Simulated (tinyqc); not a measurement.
# On-chip interconnect, size-dependent resistivity and RC delay: two metals against line width

A rectangular line between two neighbours and two ground planes. Surface and grain-boundary scattering are added to the bulk resistivity as corrections; capacitances are parallel-plate values without fringing; inductance is ignored.

Metal width x = wd - 2 tl, height y = AR wd - tl; grain boundaries (Mayadas-Shatzkes): al = (lam/(gr x)) Rg/(1 - Rg), g = 1/[1 - 3 al/2 + 3 al^2 - 3 al^3 ln(1 + 1/al)] - 1; surfaces (Fuchs-Sondheimer, thick limit): s = (3/8) lam (1 - ps)(1/x + 1/y); rho = rho0 (1 + g + s); r = rho/(x y). The second metal has rho2, lam2 and tl2 in place of rho0, lam and tl; ps, Rg, gr and AR are shared.

Values chosen for this exercise; metal values close to those of copper:
- rho0 = 1.72 uohm cm (bulk resistivity)
- lam = 39.7 nm (bulk mean free path)
- ps = 0 (specular share of surface scattering)
- Rg = 0.49 (reflection coefficient of grain boundaries)
- gr = 1 (grain size over the metal width)
- AR = 2.2 (aspect ratio, height over width)
- tl = 2 nm (liner on both walls and the bottom, not conducting)
- sp = 9.8 nm (space to the neighbouring lines)
- hd = 11 nm (dielectric height to the planes above and below)
- ek = 4.2 (relative permittivity of the dielectric)
- Mf = 1 (Miller factor of the neighbours)
- rho2 = 5.28 uohm cm (bulk resistivity of the second metal (close to molybdenum))
- lam2 = 11.5 nm (mean free path of the second metal)
- tl2 = 0.1 nm (liner of the second metal)

Constants: eps0 = 8.8541878128e-12 F/m. Results are converted to the units shown.

Two metals against line width:

| wd (nm) | rho, first (uohm cm) | rho, second (uohm cm) | r, first (ohm/um) | r, second (ohm/um) | ratio second/first |
|---|---|---|---|---|---|
| 6.5 | 49.15 | 23.12 | 1.598e4 | 2584 | 0.1617 |
| 8 | 31.74 | 19.73 | 5087 | 1446 | 0.2842 |
| 10 | 21.95 | 16.82 | 1829 | 783.9 | 0.4285 |
| 13 | 15.35 | 14.16 | 641.2 | 388.1 | 0.6053 |
| 17 | 11.24 | 12.08 | 244.2 | 192.7 | 0.7892 |
| 22 | 8.646 | 10.54 | 103.5 | 100.1 | 0.9673 |
| 30 | 6.555 | 9.154 | 39.39 | 46.62 | 1.183 |
| 45 | 4.817 | 7.877 | 12.11 | 17.78 | 1.468 |
| 70 | 3.664 | 6.960 | 3.652 | 6.479 | 1.774 |
| 120 | 2.840 | 6.267 | 0.9344 | 1.982 | 2.122 |

What does the comparison show?

The resistivity of the first metal falls from 49.1 to 2.84 uohm cm and that of the second goes from 23.1 to 6.27 uohm cm as the line widens. The products rho0 lam, which set the size effect, are 68.3 and 60.7 uohm cm nm. The two resistances cross at wd = 23.1 nm: below it the second metal gives the lower line resistance. For widths well under the mean free path the thick-limit surface term is only a guide.

Range of the model: The metal width is under the mean free path, where the thick-limit surface term and the simple sum of corrections lose accuracy.

Computed by the program tinyqc: `OMP_NUM_THREADS=1 python tinyqc.py 2100171 2100172 out.jsonl`, one thread of a shared Intel Xeon 2.30GHz, about 0.01 s for the whole run.
